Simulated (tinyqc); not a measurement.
# p-type polysilicon, carrier trapping at grain boundaries: what changes with what

One-dimensional grains of size Lg, uniform ionised doping N, monovalent traps Qt at each boundary at a depth Et below (for electrons) or above (for holes) the band edge there, abrupt depletion of width W on each side of a boundary, Boltzmann statistics. xi is the distance from the band edge at the grain centre to the Fermi level. Trapped charge Qt/(1 + exp((xi + VB - Et)/Vt)) = 2 N W, barrier VB = q N W^2/(2 eps0 eps_r).

Values chosen for this exercise; values of the order met in polycrystalline silicon:
- T = 250 K (temperature)
- eps_r = 11.7 (relative permittivity)
- NB = 2.02e19 cm^-3 (valence-band density of states at T)
- Lg = 33 nm (grain size)
- Qt = 3.7e12 cm^-2 (trap density of a grain boundary)
- Et = 0.44 eV (depth of the trap level from the majority band edge at the boundary)
- ms = 0.38 m0 (mass for thermionic emission)
- fe = 0.5 (correction factor of the emission rate)
- mug = 250 cm^2/(V s) (mobility inside the grains)
- N = 4.4e18 cm^-3 (doping)

Constants: q = 1.602176634e-19 C, kB = 1.380649e-23 J/K, m0 = 9.1093837015e-31 kg, Vt = kB T/q, eps0 = 8.8541878128e-14 F/cm where lengths are in cm. Results are converted to the units shown.

Each table varies one quantity; the others keep the values above.

## Effect of the doping

If the trap equation with xi = Vt ln(NB/N) has a root W < Lg/2, the grain is partly depleted; otherwise W = Lg/2 and the trap equation gives xi = Et - VB + Vt ln(Qt/(N Lg) - 1). N* = Qt/Lg. n0 = NB exp(-xi/Vt); mean density n0 (1 - 2 W/Lg) by charge balance in a partly depleted grain, and n0 (sqrt(pi)/2) erf(u)/u with u = sqrt(VB/Vt) in a fully depleted one; v = sqrt(kB T/(2 pi ms m0)); barrier resistivity Vt exp(VB/Vt)/(q fe n0 v Lg); grain resistivity (1 - 2 W/Lg)/(q n0 mug); effective mobility 1/(q mean density total resistivity). Rows with xi above 0.45 V, towards mid-gap, are left out, since the other carrier type is ignored.

Result of one run:
columns A: N (cm^-3); B: N/N*; C: depleted share 2 W/Lg; D: VB (V); E: xi (V); F: mean density (cm^-3); G: resistivity (ohm cm); H: effective mobility (cm^2/(V s))
```
A           B       C        D        E         F        G      H
6.1e18  5.441  0.1838  0.04339  0.02580  4.979e18  0.02847  44.04
```

What becomes of these results when the doping N is changed from 6.1e18 to 1.6e17 cm^-3, all else the same?

Result of the changed run:
columns A: N (cm^-3); B: N/N*; C: depleted share 2 W/Lg; D: VB (V); E: xi (V); F: mean density (cm^-3); G: resistivity (ohm cm); H: effective mobility (cm^2/(V s))
```
A            B      C        D       E         F        G      H
1.6e17  0.1427  1.000  0.03368  0.4449  1.417e10  4.510e6  97.66
```

The whole series:
columns A: N (cm^-3); B: N/N*; C: depleted share 2 W/Lg; D: VB (V); E: xi (V); F: mean density (cm^-3); G: resistivity (ohm cm); H: effective mobility (cm^2/(V s))
```
A            B       C        D        E         F        G       H
1.6e17  0.1427   1.000  0.03368   0.4449  1.417e10  4.510e6   97.66
2.7e17  0.2408   1.000  0.05684   0.4079  6.456e10  2.367e6   40.85
4.5e17  0.4014   1.000  0.09474   0.3539  6.254e11  1.120e6   8.912
7.6e17  0.6778   1.000   0.1600   0.2640  3.133e13  3.568e5  0.5583
1.3e18   1.159  0.8622   0.2035  0.05910  1.791e17    199.0  0.1752
2.1e18   1.873  0.5339   0.1260  0.04877  9.788e17    3.388   1.882
3.6e18   3.211  0.3114  0.07352  0.03716  2.479e18   0.1772   14.21
6.1e18   5.441  0.1838  0.04339  0.02580  4.979e18  0.02847   44.04
```

As N goes from 1.6e17 to 6.1e18, VB goes from 0.0337 through a maximum of 0.203 (at N = 1.3e18 among the rows listed) to 0.0434 V, the resistivity falls from 4.51e6 to 0.0285 ohm cm and the effective mobility goes from 97.7 through a minimum of 0.175 (at N = 1.3e18 among the rows listed) to 44.0 cm^2/(V s). The steepest fall of the resistivity among the rows, as N^(-14.0), lies between N = 7.6e17 and 1.3e18 cm^-3; N* = 1.12e18 cm^-3. While the grain is fully depleted VB grows as N; once the traps are full it falls as 1/N. For N = 2.1e18, 3.6e18, 6.1e18 xi is under 2.5 Vt, where Boltzmann statistics begin to fail. For N = 1.3e18 the grain is near the changeover between partial and full depletion, within a few Debye lengths, where both limits are rough.

## Effect of the grain size

Same model as above.

N* = Qt/Lg.

The same in every row: VB (V) = 0.060150; xi (V) = 0.032834.

Results:
```
Lg (nm)    N/N*  depleted share 2 W/Lg  mean density (cm^-3)  resistivity (ohm cm)  effective mobility (cm^2/(V s))
10       1.1892                0.84091             7.0000e17               0.25121                           35.494
17       2.0216                0.49465             2.2235e18               0.15010                           18.700
53       6.3027                0.15866             3.7019e18              0.052001                           32.423
94       11.178               0.089458             4.0064e18              0.031795                           48.999
160      19.027               0.052557             4.1688e18              0.021020                           71.228
290      34.486               0.028997             4.2724e18              0.014141                           103.31
500      59.459               0.016818             4.3260e18              0.010585                           136.31
```

Estimate the missing row, Lg = 31 nm.

Computed row:
```
Lg (nm)    N/N*  depleted share 2 W/Lg  mean density (cm^-3)  resistivity (ohm cm)  effective mobility (cm^2/(V s))
31       3.6865                0.27126             3.2065e18              0.084878                           22.933
```

With this row back in the table: As Lg goes from 10 to 500, VB stays at 0.0602 V, the resistivity falls from 0.251 to 0.0106 ohm cm and the effective mobility goes from 35.5 through a minimum of 18.7 (at Lg = 17 among the rows listed) to 136 cm^2/(V s). In every row xi is under 2.5 Vt, where Boltzmann statistics begin to fail. For Lg = 10 the grain is near the changeover between partial and full depletion, within a few Debye lengths, where both limits are rough.

tinyqc, about 0.01 s, one thread, Intel Xeon 2.30GHz (shared host): `OMP_NUM_THREADS=1 python tinyqc.py 2830155 2830156 out.jsonl`
